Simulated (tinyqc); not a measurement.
Inside a calculation. Method: UKS/B3LYP (VWN-RPA form) in the sto-3g basis, for H3, spin multiplicity 2. One step of it, computed by the program tinyqc.

Question. Iteration 1: building the Kohn-Sham matrix. J_ij = sum D_kl (ij|kl) with D = D(alpha) + D(beta), K_ij = sum D_kl (ik|jl) for each spin; F = H + J - 0.2 K(s) + V_xc; E = tr D H + tr D J / 2 - 0.1 sum_s tr D(s) K(s) + E_xc + E_nn.

D(alpha) at the start:
```
          1H 1s      2H 1s      3H 1s
1H 1s  0.584646   0.204218   0.204218
2H 1s  0.204218   0.590559  -0.447891
3H 1s  0.204218  -0.447891   0.590559
```

D(beta) at the start:
```
          1H 1s     2H 1s     3H 1s
1H 1s  0.584646  0.204218  0.204218
2H 1s  0.204218  0.071334  0.071334
3H 1s  0.204218  0.071334  0.071334
```

core Hamiltonian H = T + V (hartree):
```
           1H 1s      2H 1s      3H 1s
1H 1s  -1.258042  -0.513252  -0.513252
2H 1s  -0.513252  -1.061849  -0.066248
3H 1s  -0.513252  -0.066248  -1.061849
```

Two-electron integrals (ij|kl) in chemists' order, unique and non-zero (hartree):
```
(11|11) 0.774606   (21|11) 0.184649   (21|21) 0.063309   (22|11) 0.385078
(22|21) 0.184649   (22|22) 0.774606   (31|11) 0.184649   (31|21) 0.041653
(31|22) 0.088399   (31|31) 0.063309   (32|11) 0.020554   (32|21) 0.005809
(32|22) 0.014607   (32|31) 0.005809   (32|32) 0.000651   (33|11) 0.385078
(33|21) 0.088399   (33|22) 0.199488   (33|31) 0.184649   (33|32) 0.014607
(33|33) 0.774606
```

nuclear repulsion = 0.99769459 hartree

V_xc(alpha) (hartree):
```
           1H 1s      2H 1s      3H 1s
1H 1s  -0.395578  -0.107219  -0.107219
2H 1s  -0.107219  -0.367297  -0.010895
3H 1s  -0.107219  -0.010895  -0.367297
```

V_xc(beta) (hartree):
```
           1H 1s      2H 1s      3H 1s
1H 1s  -0.393506  -0.097677  -0.097677
2H 1s  -0.097677  -0.280281  -0.010183
3H 1s  -0.097677  -0.010183  -0.280281
```

E_xc = sum of w rho eps_xc = -0.85910435 hartree

Give: Coulomb J; exchange K(alpha); exchange K(beta); F(alpha); F(beta); total energy of this density.

Answer.

Coulomb J (hartree):
```
        1H 1s   2H 1s   3H 1s
1H 1s  1.7017  0.4780  0.4780
2H 1s  0.4780  1.3071  0.0524
3H 1s  0.4780  0.0524  1.3071
```

exchange K(alpha) (hartree):
```
        1H 1s    2H 1s    3H 1s
1H 1s  0.6412   0.2825   0.2825
2H 1s  0.2825   0.5596  -0.0096
3H 1s  0.2825  -0.0096   0.5596
```

exchange K(beta) (hartree):
```
        1H 1s   2H 1s   3H 1s
1H 1s  0.6187  0.2325  0.2325
2H 1s  0.2325  0.1722  0.0792
3H 1s  0.2325  0.0792  0.1722
```

F(alpha) (hartree):
```
         1H 1s    2H 1s    3H 1s
1H 1s  -0.0802  -0.1990  -0.1990
2H 1s  -0.1990  -0.2340  -0.0229
3H 1s  -0.1990  -0.0229  -0.2340
```

F(beta) (hartree):
```
         1H 1s    2H 1s    3H 1s
1H 1s  -0.0736  -0.1794  -0.1794
2H 1s  -0.1794  -0.0695  -0.0399
3H 1s  -0.1794  -0.0399  -0.0695
```

total energy of this density = -1.482214 hartree

This density is the starting one.
